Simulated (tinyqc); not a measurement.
Conductance steps with and without the scatterer: conductance of a narrow metal strip with scatterers (square lattice, Green functions).

A strip of W sites across with hard walls, site energy 0 and hopping -t. Mode n = 1 to W has profile chi_n(j) = sqrt(2/(W + 1)) sin(n j pi/(W + 1)) and energy en = -2t cos(n pi/(W + 1)); E = en - 2t cos(kn a). With z_n = exp(i kn a) (Im k > 0 for closed modes, |z| < 1) each lead gives the self-energy -t z_n in mode n. One column carries the site energies v, here one foreign atom. In the mode basis V_nm = sum_j chi_n(j) v_j chi_m(j), G = (E - en + 2 t z_n - V)^-1, and t_nm = 2t sqrt(sin(kn a) sin(km a)) G_nm in size for open modes. T = sum |t_nm|^2, conductance (2e^2/h) T.

Inputs chosen for the exercise (out of a larger set: hopping and spacing of the size met in Cu or Al; the lattice is a model; not measured data):
- t = 1.69 eV (hopping)
- W = 5 (sites across)
- v = (0, 0, 0, 4.1, 0) eV (site energies in the scattering column)

E is varied across the lower half of the band.

Against energy:

| E/t | E (eV) | open modes | T | reflected |
|---|---|---|---|---|
| -3.30 | -5.577 | 1 | 0.9331 | 0.0669 |
| -2.95 | -4.986 | 2 | 1.3639 | 0.6361 |
| -2.65 | -4.479 | 2 | 1.7041 | 0.2959 |
| -2.30 | -3.887 | 2 | 1.7940 | 0.2060 |
| -1.95 | -3.296 | 3 | 2.8377 | 0.1623 |
| -1.65 | -2.788 | 3 | 2.8637 | 0.1363 |
| -1.30 | -2.197 | 3 | 2.8948 | 0.1052 |
| -0.95 | -1.605 | 4 | 3.3101 | 0.6899 |
| -0.65 | -1.099 | 4 | 3.5976 | 0.4024 |
| -0.30 | -0.507 | 4 | 3.8436 | 0.1564 |
| 0.05 | 0.085 | 5 | 4.2117 | 0.7883 |

What does the comparison show, and why?

The clean strip goes from 1 to 5 open modes. The reflected flux ranges from 0.067 (E/t = -3.3) to 0.788 (E/t = 0.05). A scatterer on one site acts on one combination of modes only, so it can reflect at most one unit.

Program tinyqc; command `OMP_NUM_THREADS=1 python tinyqc.py 1451081 1451082 out.jsonl`; about 0.01 s on one thread of a shared Intel(R) Xeon(R) Processor @ 2.30GHz.
